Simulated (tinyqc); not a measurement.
# AlGaN/GaN HEMT with access regions, lumped model: effects of single changes

A polarisation-induced electron sheet under a Schottky gate, in series with two ungated access regions and contacts. Drift law v = mu E/(1 + mu E/vs) under the gate. Currents in mA/mm, resistances in ohm mm. No self-heating, no channel-length modulation; fits for polarisation, barrier and offset are chosen for the exercise.

Parameters, values chosen for the exercise; values close to those of AlGaN/GaN structures:
```
symbol,value,unit,meaning
x,0.33,,aluminium share of the barrier
d,12,nm,barrier thickness
eps_r,9.4,,relative permittivity of barrier and channel
mu,1100,cm^2/(V s),channel mobility
vs,1.5e7,cm/s,saturation velocity
Lg,0.5,um,gate length
Ls,1,um,source access length
Ld,1.5,um,drain access length
Rc,0.49,ohm mm,resistance of each contact
ft,0,,share of the drain-access electrons removed by traps
Vg,-0.5,V,gate voltage
```

Constants: q = 1.602176634e-19 C, eps0 = 8.8541878128e-14 F/cm where lengths are in cm. Results are converted to the units shown.

Each table varies one quantity; the others keep the values above.

## Effect of the source access length

sigma = (5e13 x + 1.6e13 x^2) cm^-2, phiB = 0.84 + 1.3 x, dEc = 0.7 (1.71 x + x^2) in volts, Cb = eps0 eps_r/d, VT = phiB - dEc - q sigma/Cb, access density n0 = -Cb VT/q. Access resistance R(L, n) = L/(q mu n sqrt(1 - (I/(q n vs))^2)); Rs = Rc + R(Ls, n0), Rd = Rc + R(Ld, (1 - ft) n0). Vg' = Vg - I Rs, Vd' = Vd - I (Rs + Rd); with u = Vg' - VT, Vc = vs Lg/mu and w the smaller of Vd' and Vc [sqrt(1 + 2 u/Vc) - 1] (0 if negative), the channel gives (mu Cb/Lg)(u w - w^2/2)/(1 + w/Vc). I equals that channel current. Isat is I at Vd = 10 V, gm = dIsat/dVg, Ron the limit of Vd/I at small Vd.

The same in every row: VT (V) = -3.416; n0 (cm^-2) = 1.479e13.

Effect of the source access length:

| Ls (um) | Ron (ohm mm) | Isat (mA/mm) | gm (mS/mm) |
|---|---|---|---|
| 0.1 | 1.819 | 1137 | 491.8 |
| 0.3 | 1.895 | 1093 | 469.0 |
| 0.6 | 2.010 | 1035 | 439.2 |
| 1 | 2.164 | 967.6 | 405.9 |
| 1.5 | 2.356 | 895.8 | 371.6 |
| 2.5 | 2.739 | 782.0 | 319.3 |
| 4 | 3.315 | 659.4 | 265.0 |

Read the table: what changes, and by how much?

As Ls goes from 0.1 to 4 um, Ron rises from 1.82 to 3.31 ohm mm, Isat falls from 1140 to 659 mA/mm and gm falls from 492 to 265 mS/mm. The ceiling Cb vs is 1040 mS/mm. In every row the power passes 5 W/mm, where self-heating, left out here, lowers the current.

## Effect of the aluminium share of the barrier

Same model as above.

Effect of the aluminium share of the barrier:

| x | VT (V) | n0 (cm^-2) | Ron (ohm mm) | Isat (mA/mm) | gm (mS/mm) |
|---|---|---|---|---|---|
| 0.17 | -1.233 | 5.338e12 | 4.532 | 128.2 | 242.2 |
| 0.22 | -1.891 | 8.187e12 | 3.184 | 337.1 | 316.3 |
| 0.27 | -2.571 | 1.113e13 | 2.571 | 599.9 | 364.8 |
| 0.32 | -3.273 | 1.417e13 | 2.217 | 902.9 | 399.9 |
| 0.37 | -3.997 | 1.730e13 | 1.987 | 1239 | 426.9 |
| 0.42 | -4.743 | 2.053e13 | 1.825 | 1603 | 448.4 |

What does the table show?

As x goes from 0.17 to 0.42, Ron falls from 4.53 to 1.83 ohm mm, Isat rises from 128 to 1600 mA/mm and gm rises from 242 to 448 mS/mm. VT falls from -1.23 to -4.74 V. For x = 0.27 to 0.42 the power passes 5 W/mm, where self-heating, left out here, lowers the current.

## Effect of the gate voltage

Same model as above.

The same in every row: VT (V) = -3.416; n0 (cm^-2) = 1.479e13.

Effect of the gate voltage:

| Vg (V) | Ron (ohm mm) | Isat (mA/mm) | gm (mS/mm) |
|---|---|---|---|
| -3 | 3.514 | 66.26 | 246.4 |
| -2.4 | 2.584 | 244.9 | 334.0 |
| -1.7 | 2.321 | 495.2 | 376.0 |
| -1.1 | 2.222 | 727.0 | 395.0 |
| -0.4 | 2.156 | 1008 | 407.1 |
| 0.2 | 2.120 | 1254 | 411.4 |
| 0.9 | 2.091 | 1542 | 410.4 |
| 1.5 | 2.072 | 1787 | 404.3 |

As Vg goes from -3 to 1.5 V, Ron falls from 3.51 to 2.07 ohm mm, Isat rises from 66.3 to 1790 mA/mm and gm goes from 246 through a maximum of 411 (at Vg = 0.2 V among the rows listed) to 404 mS/mm. The ceiling Cb vs is 1040 mS/mm. For Vg = -1.1 to 1.5 V the power passes 5 W/mm, where self-heating, left out here, lowers the current. At Vg = 1.5 V Vg comes within 0.2 V of phiB or passes it, so at low drain current, as for Ron, the Schottky gate would conduct.

Numbers from tinyqc (`OMP_NUM_THREADS=1 python tinyqc.py 2570097 2570098 out.jsonl`; about 0.02 s on one thread of a shared Intel Xeon 2.30GHz).
